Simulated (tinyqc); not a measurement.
Inside a calculation. Model: classical nucleation, growth and JMAK kinetics of crystallisation from a melt or glass. Computed by tinyqc, a small Python program that keeps every step. Command: `OMP_NUM_THREADS=1 python tinyqc.py 3004155 3004156 out.jsonl nucl walk`. One thread of a shared host (Intel(R) Xeon(R) Processor @ 2.30GHz), about 0.01 s of CPU time with the checks. Intermediate numbers are printed to about 6 digits and carried at full precision; extremes and crossings named in words are read from the listed rows.

A spherical nucleus with a sharp interface of isotropic energy gamma; lambda = Omega^(1/3) is the jump distance.

Inputs (values chosen for the exercise, for a model substance): melting point T_m = 1470 K; heat of melting per volume H = 1480 J/cm^3; interface energy gamma = 0.135 J/m^2; atomic volume Omega = 18.6 angstrom^3; temperature T = 912 K; diffusion prefactor D0 = 6.2e-07 m^2/s; activation energy Q = 1.69 eV; time t = 2.3e-06 s.

Nucleation: homogeneous. Driving force: Thompson-Spaepen.

Constants: e = 1.602176634e-19 C; k_B = 1.380649e-23 J/K; k_B = 8.617333262e-05 eV/K.

## Critical nucleus

Driving force per volume: dG = H [(T_m - T)/T_m] [2 T/(T_m + T)]. Shape factor f = 1. W(r) = f [4 pi r^2 gamma - (4/3) pi r^3 dG]; r* = 2 gamma/dG; W* = f 16 pi gamma^3/(3 dG^2); n* = f (4/3) pi r*^3/Omega.

driving force dG = 430.191 J/cm^3

shape factor f = 1

critical radius r* = 0.627628 nm

barrier W* = 1.39032 eV

atoms in the nucleus n* = 55.6778

W*/(k_B T) = 17.6908

W* equals n* Omega dG/2 = 1.390 eV.

## Steady nucleation rate

D = D0 exp(-Q/(k_B T)); attachment rate k+ = (A*/lambda^2) D/lambda^2 with A* = 4 pi r*^2; Zeldovich factor Z = sqrt(W*/(3 pi k_B T))/n*; sites per volume N = 1/Omega; I = N Z k+ exp(-W*/(k_B T)); lag time = 1/(4 pi Z^2 k+).

diffusivity D = 2.84007e-16 m^2/s

attachment rate k+ = 285272 1/s

Zeldovich factor Z = 0.0246069

sites N = 5.37634e+28 1/m^3

nucleation rate I = 7.83012e+24 1/(m^3 s)

lag time = 4.60699e-04 s

A cube of edge 100 nm waits 1.3e-4 s on average for its first nucleus. A rise of gamma by 5 % would change I by a factor of about exp(-W*/(k_B T) (1.05^3 - 1)) = 0.062.

## Growth velocity

Growth (Wilson-Frenkel): u = (D/lambda) [1 - exp(-dG Omega/(k_B T))]. D = D0 exp(-Q/(k_B T)).

growth velocity u = 5.04135e-07 m/s

## Fraction transformed and grain size

JMAK with steady nucleation and growth, nuclei spread at random: extended fraction X_e = (pi/3) I u^3 t^4, X = 1 - exp(-X_e); t_X = [-3 ln(1 - X)/(pi I u^3)]^(1/4); final grains per volume = Gamma(5/4) (3/pi)^(1/4) (I/u)^(3/4), Gamma(5/4) = 0.9064024771. Grain size = (grains per volume)^(-1/3).

extended fraction = 2.94000e-17

fraction X at t = 2.94000e-17

half time t_0.5 = 0.0285002 s

grains per volume = 2.21682e+23 1/m^3

grain size = 0.0165230 micrometre

t is 8.1e-5 half times: nearly nothing has crystallised.

## Nose of the time-temperature curve

JMAK with steady nucleation and growth, nuclei spread at random: extended fraction X_e = (pi/3) I u^3 t^4, X = 1 - exp(-X_e); t_X = [-3 ln(1 - X)/(pi I u^3)]^(1/4); final grains per volume = Gamma(5/4) (3/pi)^(1/4) (I/u)^(3/4), Gamma(5/4) = 0.9064024771. The nose is the T between 0.3 and 0.97 T_m where I u^3 is largest; the time is for X = 1e-6, and the critical cooling rate is estimated as (T_m - T_nose)/t_nose.

nose temperature = 1053.57 K

nose time = 2.65347e-04 s

critical cooling rate = 1.56937e+06 K/s

The nose lies at 0.72 T_m. Rapid quenching of thin ribbons or droplets could reach this. Caution: at the nose the lag time is not small against the nose time, so steady nucleation overstates the critical cooling rate.

## Nucleation and growth against temperature

Grain size = (grains per volume)^(-1/3). Rows are kept where W*/(k_B T) < 70.

Rates:
```
T (K)  W*/(k_B T)  I (1/(m^3 s))      u (m/s)    t_0.5 (s)  grain size (micrometre)
735       16.6916    1.33531e+23  3.59572e-09  3.21340e+00              1.32876e-02
809       16.5332    1.71199e+24  3.77821e-08  2.90977e-01              1.26427e-02
882       17.1724    6.43448e+24  2.54023e-07  5.00514e-02              1.46213e-02
956       18.7758    6.95274e+24  1.26073e-06  1.47636e-02              2.14048e-02
1029      21.7034    1.53751e+24  4.70217e-06  8.02180e-03              4.33776e-02
1102      26.8794    2.96704e+22  1.40528e-05  9.46883e-03              1.53023e-01
1176      36.6759    4.89750e+18  3.48366e-05  4.22843e-02              1.69399e+00
1250      57.6342    1.00789e+10  7.07823e-05  3.68895e+00              3.00278e+02
```

Among these rows I peaks at 956 K, u at 1250 K and the change is fastest at 1029 K, between the two. Growth has no barrier W*, so it peaks nearer T_m than nucleation. The grain size goes as (u/I)^(1/4), from 0.013 micrometre at the lowest T to 300 at the highest.

Checks made by the program: r* and W* against a numerical maximum of W(r) (relative difference 1e-10).
